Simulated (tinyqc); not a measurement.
# Surface potential of a MOS transistor: implicit equation and explicit approximations: effects of single changes

p-type body, charge-sheet picture, depletion and inversion only, full ionisation (an idealisation for deep acceptors), Boltzmann statistics (rough once Na exp(x - xn) passes about Nc/7). In units of Vt: xg = (Vg - Vfb)/Vt, x = psi/Vt, G = gamma/sqrt(Vt), xn = (2 phiF + Vc)/Vt. The implicit equation is (xg - x)^2 = G^2 [x - 1 + exp(x - xn)] for x above about 3. Cox = eps0 eox/tox.

Values chosen for this exercise; band and dielectric values close to those of silicon:
```
symbol    value   unit                                                                 meaning
T           250      K                                                             temperature
Eg         1.11     eV                                                                band gap
eps_r      11.5                                                          relative permittivity
Nc      2.18e19  cm^-3                                  conduction-band density of states at T
Nv         2e19  cm^-3                                     valence-band density of states at T
eox        24.6         relative permittivity of the gate insulator (close to zirconium oxide)
tox          11     nm                                                     insulator thickness
Na       1.5e18  cm^-3                                                        acceptor density
Vfb       -0.34      V                                                       flat-band voltage
Vc          0.2      V                                                    channel-body voltage
Vg         1.84      V                                                       gate-body voltage
```

Constants: q = 1.602176634e-19 C, kB = 1.380649e-23 J/K, Vt = kB T/q, eps0 = 8.8541878128e-14 F/cm where lengths are in cm. Results are converted to the units shown.

Each table varies one quantity; the others keep the values above.

## Accuracy of the approximations against gate voltage

ni = sqrt(Nc Nv) exp(-Eg/(2 Vt)), Eg in volts; phiF = Vt ln(Na/ni); gamma = sqrt(2 q eps0 eps_r Na)/Cox; VT = Vfb + Vt (xn + G sqrt(xn - 1)). Depletion value a = 1 + [sqrt(G^2/4 + xg - 1) - G/2]^2; inversion value b = xn + ln[(xg - xn)^2/G^2 - xn + 1] and first guess y = min(a, b) - ln(1 + exp(-|a - b|)) if a > xn + 1, else b = y = a; one second-order correction with D = exp(y - xn), p = 2 (xg - y) + G^2 (1 + D), w = (xg - y)^2 - G^2 (y - 1 + D): z = y + 2 w/(p + sqrt(p^2 - 2 (2 - G^2 D) w)), or the Newton step z = y + w/p where the root is not real. N_inv = (Cox Vt G/q) [sqrt(x - 1 + exp(x - xn)) - sqrt(x - 1)] at the root. Lambert form (Cox m Vt/q) W0[(G/(2 m sqrt(xn - 1))) exp((Vg - VT)/(m Vt))], m = 1 + G/(2 sqrt(xn - 1)). Errors under 1e-4 mV, and the linear form below VT, are printed as 0.

Results:

| Vg (V) | psi (V) | x - xn | error of y (mV) | error of z (mV) | N_inv (cm^-2) | Cox (Vg - VT)/q (cm^-2) | Lambert form (cm^-2) |
|---|---|---|---|---|---|---|---|
| 0.84 | 0.85706 | -15.758 | 0 | 0 | 7376.1 | 0 | 5155.0 |
| 1.04 | 1.0259 | -7.9196 | 1.17e-3 | 0 | 1.7061e7 | 0 | 1.5103e7 |
| 1.24 | 1.1943 | -0.10601 | 2.71 | -8.72e-4 | 3.8904e10 | 6.0757e9 | 3.9012e10 |
| 1.44 | 1.2743 | 3.6095 | 13.9 | -1.87 | 1.3627e12 | 2.4779e12 | 1.4018e12 |
| 1.64 | 1.2985 | 4.7314 | 9.18 | -0.395 | 3.4889e12 | 4.9496e12 | 3.5830e12 |
| 1.84 | 1.3127 | 5.3926 | 7.07 | -0.163 | 5.7572e12 | 7.4214e12 | 5.9003e12 |
| 2.24 | 1.3312 | 6.2521 | 5.08 | -0.0560 | 1.0436e13 | 1.2365e13 | 1.0661e13 |
| 2.44 | 1.3380 | 6.5682 | 4.51 | -0.0382 | 1.2811e13 | 1.4837e13 | 1.3069e13 |

Estimate the missing row, Vg = 2.04 V.

Computed row:

| Vg (V) | psi (V) | x - xn | error of y (mV) | error of z (mV) | N_inv (cm^-2) | Cox (Vg - VT)/q (cm^-2) | Lambert form (cm^-2) |
|---|---|---|---|---|---|---|---|
| 2.04 | 1.3230 | 5.8722 | 5.87 | -0.0891 | 8.0814e12 | 9.8932e12 | 8.2676e12 |

With this row back in the table: psi rises from 0.857 to 1.34 V and ends 6.6 Vt above 2 phiF + Vc. Among the rows the first guess is off by at most 14 mV (at Vg = 1.44 V) and the corrected value by at most 1.9 mV. In the last row the linear form is 16 % above N_inv and the Lambert form 2.0 % above it; in the first row the Lambert form is 30 % below it. For Vg = 1.44, 1.64, 1.84, 2.04, 2.24, 2.44 the electron quasi-Fermi level lies less than 2 Vt below the band edge at the surface, or above it, where degeneracy and confinement, left out, matter.

## Effect of the channel-body voltage at fixed gate voltage

Same model as above.

Effect of the channel-body voltage at fixed gate voltage:

| Vc (V) | psi (V) | x - xn | error of y (mV) | error of z (mV) | N_inv (cm^-2) | Cox (Vg - VT)/q (cm^-2) | Lambert form (cm^-2) |
|---|---|---|---|---|---|---|---|
| 0 | 1.124 | 5.897 | 5.77 | -0.0840 | 8.472e12 | 1.031e13 | 8.681e12 |
| 0.2 | 1.313 | 5.393 | 7.07 | -0.163 | 5.757e12 | 7.421e12 | 5.900e12 |
| 0.4 | 1.497 | 4.655 | 9.64 | -0.471 | 3.140e12 | 4.563e12 | 3.219e12 |
| 0.6 | 1.664 | 3.127 | 14.9 | -2.15 | 7.825e11 | 1.731e12 | 8.011e11 |
| 0.8 | 1.720 | -3.574 | 0.0721 | 0 | 1.012e9 | 0 | 9.854e8 |
| 1 | 1.720 | -12.85 | 0 | 0 | 9.437e4 | 0 | 8.289e4 |
| 1.2 | 1.720 | -22.14 | 0 | 0 | 8.770 | 0 | 6.694 |

As Vc goes from 0 to 1.2, psi rises from 1.12 to 1.72 V, x - xn falls from 5.90 to -22.1 and N_inv falls from 8.47e12 to 8.77 cm^-2. The Lambert form lies between 0.763 and 1.03 times N_inv. psi follows Vc only while the surface is inverted; once x falls below xn it settles at the depletion value. For Vc = 0, 0.2, 0.4, 0.6 the electron quasi-Fermi level lies less than 2 Vt below the band edge at the surface, or above it, where degeneracy and confinement, left out, matter.

Computed by the program tinyqc: `OMP_NUM_THREADS=1 python tinyqc.py 2122119 2122120 out.jsonl`, one thread of a shared Intel Xeon 2.30GHz, about 0.01 s for the whole run.
